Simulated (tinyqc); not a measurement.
Inside a calculation. Method: sp3 tight binding, zinc-blende lattice. One step of it, computed by the program tinyqc.

Problem. Levels at G. Diagonalise the Hermitian matrix.

H(k) at G (eV), lower triangle:
```
             a s       a px       a py       a pz         c s       c px       c py       c pz
a s   -12.240000
a px    0.000000  -6.830000
a py    0.000000   0.000000  -6.830000
a pz    0.000000   0.000000   0.000000  -6.830000
c s   -10.596454   0.000000   0.000000   0.000000  -12.240000
c px    0.000000   2.568837   0.000000   0.000000    0.000000  -6.830000
c py    0.000000   0.000000   2.568837   0.000000    0.000000   0.000000  -6.830000
c pz    0.000000   0.000000   0.000000   2.568837    0.000000   0.000000   0.000000  -6.830000
```

Give: eigenvalues.

Solution.

eigenvalues (eV): -22.8365  -9.3988  -9.3988  -9.3988  -4.2612  -4.2612  -4.2612  -1.6435
